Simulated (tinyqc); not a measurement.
# K factor and largest bandwidth from two damping rates

Inverse problem. The damping of a laser follows gamma = K fR^2 + gamma0. With gamma0 neglected, the largest 3 dB bandwidth is 2 sqrt(2) pi/K, reached where gamma = sqrt(2) 2 pi fR. Find K, gamma0 and that bandwidth.

gamma at fR = 4.9 and 9.8 GHz (1/ns): 9.3228000  29.491200

Solution. gamma is linear in fR^2: slope K, intercept gamma0.

K = 0.2800 ns
gamma0 = 2.600 1/ns
largest f3dB = 31.73 GHz

tinyqc, about 0.01 s, one thread, Intel Xeon 2.30GHz (shared host): `OMP_NUM_THREADS=1 python tinyqc.py 2840102 2840103 out.jsonl`
